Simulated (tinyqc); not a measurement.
The product rho l across metals: free and nearly free electrons in a metal.

Constants: hbar^2/2m0 = 3.80998211 eV angstrom^2; hbar = 6.58211957e-16 eV s.

Free electrons with m = 1; fcc cells hold 4 atoms and bcc cells 2; n = atoms z/a^3, kF = (3 pi^2 n)^(1/3), rho l = hbar kF/(n e^2), e = 1.602176634e-19 C. Inputs are chosen for the exercise.

Cases:

| case | lattice | a (angstrom) | z | rho (micro-ohm cm) |
|---|---|---|---|---|
| near Ca | fcc | 5.533 | 2 | 3.31 |
| near Al | fcc | 4.044 | 3 | 2.41 |
| near Cu | fcc | 3.620 | 1 | 1.62 |
| near Au | fcc | 4.067 | 1 | 2.38 |
| near Na | bcc | 4.215 | 1 | 5.12 |
| near Li | bcc | 3.498 | 1 | 10.02 |

Rank the cases by rho l (1e-16 ohm m^2), lowest first.

Answer: near Al, near Cu, near Au, near Ca, near Li, near Na.

Results:

| case | lattice | a (angstrom) | z | rho (micro-ohm cm) | kF (1/angstrom) | EF (eV) | l (nm) | rho l (1e-16 ohm m^2) |
|---|---|---|---|---|---|---|---|---|
| near Ca | fcc | 5.533 | 2 | 3.31 | 1.118 | 4.76 | 29.4 | 9.73 |
| near Al | fcc | 4.044 | 3 | 2.41 | 1.751 | 11.69 | 16.5 | 3.97 |
| near Cu | fcc | 3.620 | 1 | 1.62 | 1.357 | 7.01 | 40.8 | 6.61 |
| near Au | fcc | 4.067 | 1 | 2.38 | 1.207 | 5.56 | 35.1 | 8.34 |
| near Na | bcc | 4.215 | 1 | 5.12 | 0.925 | 3.26 | 27.8 | 14.22 |
| near Li | bcc | 3.498 | 1 | 10.02 | 1.114 | 4.73 | 9.8 | 9.80 |

rho l falls as n^(-2/3): it is lowest for the case near Al and highest for near Na. The lowest bulk rho belongs to near Cu; in very narrow wires, where rho l rules, the order changes. Real Fermi surfaces depart from spheres, most for the polyvalent and noble metals.

(tinyqc, `OMP_NUM_THREADS=1 python tinyqc.py 1651703 1651704 out.jsonl`, Intel(R) Xeon(R) Processor @ 2.30GHz, 1 thread, shared host, about 0.01 s.)
